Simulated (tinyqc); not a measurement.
What each parameter does: two-dimensional electron gas with Rashba and Dresselhaus coupling.

H = c k^2/m + al (ky sx - kx sy) + b1 (kx sx - ky sy) + gam kx ky (kx sy - ky sx), s the Pauli matrices, x = [100], c = hbar^2/2m0, b1 = gam (pi/L)^2 (hard walls). H = c k^2/m + B.s, so E = c k^2/m -/+ |B| and the lower state has its spin along -B.

Constants: hbar^2/2m0 = 3.80998211 eV angstrom^2.

Values chosen for the exercise (of the size met in GaN; shifted at random, so the results belong to these values and not to a real crystal):
```
symbol  value   unit           meaning
m       0.2047  m0             mass
al      0.0025  eV angstrom    Rashba constant
gam     0       eV angstrom^3  bulk Dresselhaus constant
L       121     angstrom       width of the (001) well
n       3.7     1e11/cm^2      sheet density (one subband filled)
```

Splittings 2|B| at k0 = sqrt(2 pi n) along [100], [110] and [-110], and E0 = c k0^2/m; 1e11/cm^2 = 1e-5/angstrom^2.

One parameter was then changed.

Results before and after:
```
case     [100] (meV)  [110] (meV)  [-110] (meV)  E0 (meV)
base          0.0762       0.0762        0.0762      4.33
changed       0.0915       0.0915        0.0915      4.33
```

Which of these changes was made? (a) al = 0.003 eV angstrom; (b) m = 0.22517 m0; (c) gam = 3 eV angstrom^3; (d) n = 5.55 1e11/cm^2; (e) L = 141 angstrom.

Answer: (a) al = 0.003 eV angstrom. Of the candidates, run in turn, only this one gives the changed row.

All candidates:
```
case                    [100] (meV)  [110] (meV)  [-110] (meV)  E0 (meV)
base                         0.0762       0.0762        0.0762      4.33
m = 0.22517 m0               0.0762       0.0762        0.0762      3.93
al = 0.003 eV angstrom       0.0915       0.0915        0.0915      4.33
gam = 3 eV angstrom^3        0.0981       0.1273        0.0252      4.33
L = 141 angstrom             0.0762       0.0762        0.0762      4.33
n = 5.55 1e11/cm^2           0.0934       0.0934        0.0934      6.49
```

Run: tinyqc, `OMP_NUM_THREADS=1 python tinyqc.py 1451430 1451431 out.jsonl`; Intel(R) Xeon(R) Processor @ 2.30GHz, one thread, shared host; about 0.01 s of CPU time with all checks.
